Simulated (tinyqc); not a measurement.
Worked calculation: shallow acceptor in the spherical model (Baldereschi-Lipari), strong spin-orbit limit. Computed by tinyqc, a small Python program that keeps every step. Command: `OMP_NUM_THREADS=1 python tinyqc.py 3020730 3020731 out.jsonl acceptor walk`. One thread of a shared host (Intel(R) Xeon(R) Processor @ 2.30GHz), about 0.01 s of CPU time with the checks. Intermediate numbers are printed to about 7 digits and carried at full precision; extremes and crossings named in words are read from the listed rows.

The 1S(3/2) state has an s envelope f(r) and a d envelope g(r). In effective units they obey -(f'' + 2f'/r + 2f/r) + mu (g'' + 5g'/r + 3g/r^2) = E f and -(g'' + 2g'/r - 6g/r^2 + 2g/r) + mu (f'' - f'/r) = E g. The cubic term, the split-off band and the central cell are left out.

Inputs (values chosen for the exercise, modelled on InAs): Luttinger gamma_1 = 20.4; Luttinger gamma_2 = 8.5; Luttinger gamma_3 = 9.11; dielectric constant eps = 14.5; functions per channel n = 3; smallest exponent zeta_1 = 1.1 1/a*; ratio beta of exponents = 2.5.

Constants: Ry = 13.605693123 eV; a_0 = 0.529177210903 angstrom.

## Effective units and couplings

Ry* = Ry/(gamma_1 eps^2), a* = a_0 eps gamma_1, mu = (6 gamma_3 + 4 gamma_2)/(5 gamma_1), delta = (gamma_3 - gamma_2)/gamma_1; spherical masses 1/(gamma_1 (1 - mu)) (heavy) and 1/(gamma_1 (1 + mu)) (light).

Ry* = 3.172156 meV

a* = 156.5306 angstrom

mu = 0.8692157

delta = 0.02990196

heavy-hole mass = 0.3748126 m_0

light-hole mass = 0.02622469 m_0

## Matrices in a small basis

zeta_i = zeta_1 beta^(i-1), i = 1..n, in both channels. Basis: f_i = exp(-zeta_i r), g_i = r exp(-zeta_i r), weight r^2 dr, s = zeta_i + zeta_j. S_ff = 2/s^3, H_ff = zeta_i zeta_j S_ff - 2/s^2; S_gg = 24/s^5, H_gg = 8/s^3 + 24 zeta_i zeta_j/s^5 - 12/s^4; H(f_i, g_j) = mu (6 zeta_i^2/s^4 + 2 zeta_i/s^3); S_fg = 0. Each function is normalised by sqrt(S_ii).

H (Ry*), rows f1, f2, f3, g1, g2, g3:
```
[[-0.99, -0.6084849, -0.1353069, 1.518072, 2.079378, 1.760006],
 [-0.6084849, 2.0625, 6.845455, 3.518948, 9.487949, 12.99611],
 [-0.1353069, 6.845455, 33.51562, 4.464406, 21.99342, 59.29968],
 [1.518072, 3.518948, 4.464406, 1.723333, 3.637112, 3.865247],
 [2.079378, 9.487949, 21.99342, 3.637112, 14.89583, 27.07827],
 [1.760006, 12.99611, 59.29968, 3.865247, 27.07827, 103.4115]]
```

S, rows f1, f2, f3, g1, g2, g3:
```
[[1.000000, 0.737557, 0.328017, 0.000000, 0.000000, 0.000000],
 [0.737557, 1.000000, 0.737557, 0.000000, 0.000000, 0.000000],
 [0.328017, 0.737557, 1.000000, 0.000000, 0.000000, 0.000000],
 [0.000000, 0.000000, 0.000000, 1.000000, 0.602088, 0.156013],
 [0.000000, 0.000000, 0.000000, 0.602088, 1.000000, 0.602088],
 [0.000000, 0.000000, 0.000000, 0.156013, 0.602088, 1.000000]]
```

## Lowest level in the small basis

H c = E S c with c^T S c = 1 and the largest component positive; the d weight is the part of the norm in g.

E = -3.649613 Ry*

coefficients: f1 -0.1075361, f2 0.5538552, f3 0.3755080, g1 0.0214339, g2 -0.5107733, g3 -0.1346711

d weight = 0.3482322

## Converged levels

Large basis: zeta_i = 0.08 x 1.55^(i-1), i = 1..20 in each channel; overlap eigenvalues below 1e-11 are dropped. Binding energies are -E Ry*; the mass that fits is E(1S) eps^2/Ry.

1S(3/2) binding in Ry* = 3.737499

1S(3/2) binding energy = 11.85593 meV

2S(3/2) binding energy = 3.608574 meV

d weight of 1S(3/2) = 0.3587438

Hydrogenic mass that fits = 0.1832107 m_0

The small basis recovers 97.6 % of the binding. The ratio 2S/1S is 0.304 against the hydrogenic 0.25. The fitted mass is 49 % of the heavy-hole mass.

## One mass for the acceptor?

Hydrogenic binding Ry m/eps^2; the density-of-states mass is (m_H^(3/2) + m_L^(3/2))^(2/3); errors are against the large basis.

1S binding energy:
```
mass                     value (m_0)  binding (meV)  error (%)
light hole                 0.0262247        1.69705   -85.6860
1/gamma_1                  0.0490196        3.17216   -73.2441
mean of heavy and light    0.2005186       12.97596     9.4470
heavy hole                 0.3748126       24.25486   104.5800
density of states          0.3794230       24.55321   107.0965
```

The coupled result, 11.86 meV, lies between the 1/gamma_1 value (no coupling) and the heavy-hole value; the closest single rule here is "mean of heavy and light", off by +9.4 %.

## Binding against mu

The formulas are those given above.

1S(3/2):
```
mu    binding (Ry*)   d weight  binding x (1 - mu)
0.10       1.009075  0.0042365           0.9081674
0.26       1.065092  0.0288863           0.7881682
0.50       1.298539  0.1097889           0.6492697
0.52       1.331828  0.1191123           0.6392774
0.80       2.580198  0.2982800           0.5160396
0.87       3.757698  0.3594730           0.4885008
0.90       4.768333  0.3881797           0.4768333
0.95       9.144654  0.4400163           0.4572327
```

The binding grows from 1.009 to 9.14 Ry*, slowly at first (second order in mu), while the d weight rises to 0.44. The last column, the binding in units of the heavy-hole Rydberg, falls to 0.457, towards about 0.44 as mu tends to 1.

Checks made by the program: mu = 0 against hydrogen, 1 and 1/4 (relative difference 4e-06); the coupling element from the adjoint operator (relative difference below 1e-10).
